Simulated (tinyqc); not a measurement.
What each parameter does: dielectric confinement in a thin film (image charges).

A film |z| < t/2 of dielectric constant eps between half-spaces of dielectric constant e2; lam = (eps - e2)/(eps + e2), q = e^2/(4 pi eps0). The self-energy of a band edge is taken with the high-frequency value, e2 = eh, and the field of a fixed ion with the static one, e2 = eo. A charge at z has images lam^|n| at n t + (-1)^n z. Its self-energy is S(z) = (q/2 eps) sum over n >= 1 of lam^n [1/(n t - 2z) + 1/(n t + 2z)] for odd n and 2 lam^n/(n t) for even n; at the centre S(0) = -(q/(eps t)) ln(1 - lam).

Donor at the centre, lam from the static eo, trial function cos(pi z/t) exp(-rho/l): E(l) = c/(m l^2) - (q/eps) times the integral over k of F(k t) (1 + (k l/2)^2)^(-3/2), with F(x) = F0 + 2 lam exp(-x) G/(1 - lam exp(-x)), F0 = 2[(1 - exp(-x/2))/x + x (1 + exp(-x/2))/(x^2 + 4 pi^2)], G = 2 sinh(x/2)[1/x - x/(x^2 + 4 pi^2)]; c = hbar^2/2m0. The binding energy is -E at the minimum, counted from the subband edge with its self-energy.

Constants: e^2/(4 pi eps0) = 14.39964547 eV angstrom; hbar^2/2m0 = 3.80998211 eV angstrom^2; Ry = 13.60569312 eV.

Values chosen for the exercise (near those of a Si (100) film, two-fold valleys, in vacuum; not measured data):

| symbol | value | unit | meaning |
|---|---|---|---|
| t | 28 | angstrom | film thickness |
| eps | 11.4 |  | dielectric constant of the film |
| eh | 1 |  | high-frequency dielectric constant outside |
| eo | 1 |  | static dielectric constant outside |
| m | 0.194 | m0 | mass in the plane |

<S> is the mean over (2/t) cos^2(pi z/t).

One parameter was then changed.

Results before and after:

| case | lam from eh | <S> (meV) | binding (meV) | l (angstrom) |
|---|---|---|---|---|
| base | 0.839 | 90.7 | 195.2 | 20.0 |
| changed | 0.823 | 95.6 | 212.8 | 18.9 |

Which of these changes was made? (a) eps = 10.3; (b) eh = 1.3; (c) eo = 1.4; (d) m = 0.233 m0; (e) t = 38 angstrom.

Answer: (a) eps = 10.3. Of the candidates, run in turn, only this one gives the changed row.

All candidates:

| case | lam from eh | <S> (meV) | binding (meV) | l (angstrom) |
|---|---|---|---|---|
| base | 0.839 | 90.7 | 195.2 | 20.0 |
| t = 38 angstrom | 0.839 | 66.9 | 155.2 | 22.7 |
| eps = 10.3 | 0.823 | 95.6 | 212.8 | 18.9 |
| eo = 1.4 | 0.839 | 90.7 | 169.1 | 20.3 |
| eh = 1.3 | 0.795 | 79.5 | 195.2 | 20.0 |
| m = 0.233 m0 | 0.839 | 90.7 | 204.4 | 18.0 |

Run: tinyqc, `OMP_NUM_THREADS=1 python tinyqc.py 1281236 1281237 out.jsonl`; Intel(R) Xeon(R) Processor @ 2.30GHz, one thread, shared host; about 0.06 s of CPU time with all checks.
